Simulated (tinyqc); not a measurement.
## Long-channel MOSFET, surface-potential model: transfer curve from weak to strong inversion

n-channel transistor on a uniformly doped p-type body, gradual-channel approximation, constant mobility, Boltzmann statistics, full ionisation. Potentials are counted from the neutral body; V is the electron quasi-Fermi potential, Vsb at the source and Vsb + Vds at the drain. Charges are magnitudes per area.

ni = sqrt(Nc Nv) exp(-Eg/(2 Vt)), Eg in volts; phiF = Vt ln(Na/ni); Cox = eps0 eox/tox; gamma = sqrt(2 q eps0 eps_r Na)/Cox. The surface potential psi at channel potential V solves Vgs + Vsb - Vfb - psi = gamma sqrt(G), G = psi - Vt + Vt exp((psi - 2 phiF - V)/Vt). Charge sheet: Qi = Cox gamma [sqrt(G) - sqrt(psi - Vt)]; I = mu (W/L) [integral of Qi dpsi from psi_0 to psi_L (drift) + Vt (Qi0 - QiL) (diffusion)], with psi_0 at V = Vsb and psi_L at V = Vsb + Vds. Pao-Sah: Qi(V) = (Cox gamma/2) integral from 3 Vt to psi of exp((u - 2 phiF - V)/Vt)/sqrt(G(u, V)) du, and I = mu (W/L) integral of Qi dV from Vsb to Vsb + Vds. Square law: VT = Vfb + 2 phiF + gamma sqrt(2 phiF + Vsb), m = 1 + gamma/(2 sqrt(2 phiF + Vsb)), I = mu Cox (W/L) [(Vgs - VT) v - m v^2/2] with v the smaller of Vds and (Vgs - VT)/m, and zero below VT. gm = dI/dVgs of the charge-sheet current.

Inputs (values chosen for the exercise); material values those of a made-up semiconductor:
- T = 350 K (temperature)
- Eg = 0.971 eV (band gap)
- eps_r = 14.7 (relative permittivity of the semiconductor)
- Nc = 4.07e19 cm^-3 (conduction-band density of states at T)
- Nv = 2.68e19 cm^-3 (valence-band density of states at T)
- Na = 5.4e16 cm^-3 (acceptor density of the body)
- eox = 8.78 (relative permittivity of the gate insulator)
- tox = 9.9 nm (insulator thickness)
- Vfb = -0.59 V (flat-band voltage)
- mu = 110 cm^2/(V s) (channel mobility)
- W = 10 um (gate width)
- L = 10 um (gate length)
- Vsb = 0.3 V (source-body reverse bias)
- Vds = 1.2 V (drain-source voltage)

Constants: q = 1.602176634e-19 C, kB = 1.380649e-23 J/K, Vt = kB T/q, eps0 = 8.8541878128e-14 F/cm where lengths are in cm. Results are converted to the units shown.

Transfer curve from weak to strong inversion:
```
Vgs (V)	I, charge sheet (uA)	I, Pao-Sah (uA)	drift share (%)	gm/I (1/V)	I, square law (uA)
-0.03	2.283e-5	2.339e-5	0.01301	29.03	0
0.15	0.004307	0.004397	2.365	28.68	0
0.32	0.2342	0.2448	43.44	16.22	0.8396
0.49	1.612	1.697	72.24	8.005	3.923
0.67	4.962	5.206	83.06	4.944	9.658
0.85	10.50	10.96	88.02	3.531	17.93
1.02	17.84	18.54	90.68	2.767	28.08
1.2	27.92	28.91	92.49	2.246	41.30
1.37	39.66	40.94	93.66	1.904	56.11
```

The charge-sheet current rises from 2.28e-5 to 39.7 uA. In the first row gm/I is 29.0 1/V, a swing of 79.3 mV a decade, against Vt ln 10 = 69.4 mV a decade for an ideal gate; in the last it is 1.90 1/V. Drift passes half of the current at Vgs = 0.49 V among the rows listed (VT = 0.174 V). The charge sheet departs most from Pao-Sah at Vgs = 0.49 V, where it is 5.1 % below it. In the last row the square law is 37 % above Pao-Sah. For Vgs = 0.85 to 1.37 V the surface electron density at the source passes 0.3 Nc, where degeneracy and quantisation, left out here, matter.

tinyqc, about 0.04 s, one thread, Intel Xeon 2.30GHz (shared host): `OMP_NUM_THREADS=1 python tinyqc.py 2360064 2360065 out.jsonl`
